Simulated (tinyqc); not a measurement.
From results back to parameters: metal-induced gap states at the contact of a metal chain and a two-band chain. Two cases, with inputs chosen for the exercise.

Problem. With gap states the barrier for electrons is phi = S (W - chi - p) + p, W being the work function of the metal, S the pinning factor and p the depth of the neutrality level below the conduction edge. The barriers for two metals come from hidden S and p, those of the chain and not of a measured contact.

Find: S, p (eV).

Method. The slope of the barrier against W is S; then p = (phi1 - S (W1 - chi))/(1 - S).

Case 1.

Values chosen (out of a larger set: gap and optical dielectric constant near those of GaN; the chain itself is a model; not measured data): W1 = 4.35 eV (work function of metal 1); W2 = 5.35 eV (of metal 2); chi = 3.93 eV (electron affinity).

barriers (eV): metal 1 1.54881, metal 2 1.97581

Solution.

S, p (eV): 0.427  2.390

Case 2.

Values chosen (out of a larger set: gap and optical dielectric constant near those of SiO2; the chain itself is a model; not measured data): W1 = 4.42 eV (work function of metal 1); W2 = 5.56 eV (of metal 2); chi = 0.94 eV (electron affinity).

barriers (eV): metal 1 3.55708, metal 2 4.64350

Solution.

S, p (eV): 0.953  5.120

Computed by tinyqc, one run a case: `OMP_NUM_THREADS=1 python tinyqc.py N N+1 out.jsonl` with N = 1480231, 1480254; one thread of a shared Intel(R) Xeon(R) Processor @ 2.30GHz, about 0.01 s a run at most.
